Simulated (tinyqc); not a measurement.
Koster-Slater impurity in a tight-binding band, by Green functions and by supercells: one step, computed by the program tinyqc. Command: `OMP_NUM_THREADS=1 python tinyqc.py 3000109 3000110 out.jsonl kosterslater walk`. One thread of a shared host (Intel(R) Xeon(R) Processor @ 2.30GHz), about 0.04 s of CPU time with the checks.

One orbital per site, e(k) = -2 t sum cos(k_i) over 3 direction(s), band from -6 t to 6 t, lattice constant 1. One site has the extra energy U. Spin is left out.

Question. The level in the supercell. In a periodic cell of N sites along each direction with Bloch vector K, the level solves 1/U = N^-d sum_k 1/(E - e(k)), k_i = (2 pi m_i + K_i)/N, m_i = 0..N-1; the outermost root on the side of U is taken (bisection). d is the number of directions. Gamma means K_i = 0, the zone corner K_i = pi, the quarter point K_i = pi/2. The error is measured against the isolated level E_b.

Inputs (values chosen for the exercise, for a model band): hopping t = 1.8 eV; impurity potential U = -12.7 eV; supercell edge N = 3 sites.

Lattice: simple cubic.

level E_b = -14.33850 eV

Give: level at Gamma; level at the corner; level at the quarter point; error at Gamma; width between Gamma and the corner.

Answer.

level at Gamma = -14.65 eV

level at the corner = -14.06 eV

level at the quarter point = -14.34 eV

error at Gamma = -0.3139 eV

width between Gamma and the corner = 0.5933 eV

Images turn the level into a band 0.593 eV wide; the quarter point misses the isolated level by 0.0026 eV, far less than Gamma, because the leading hopping between images averages out there.
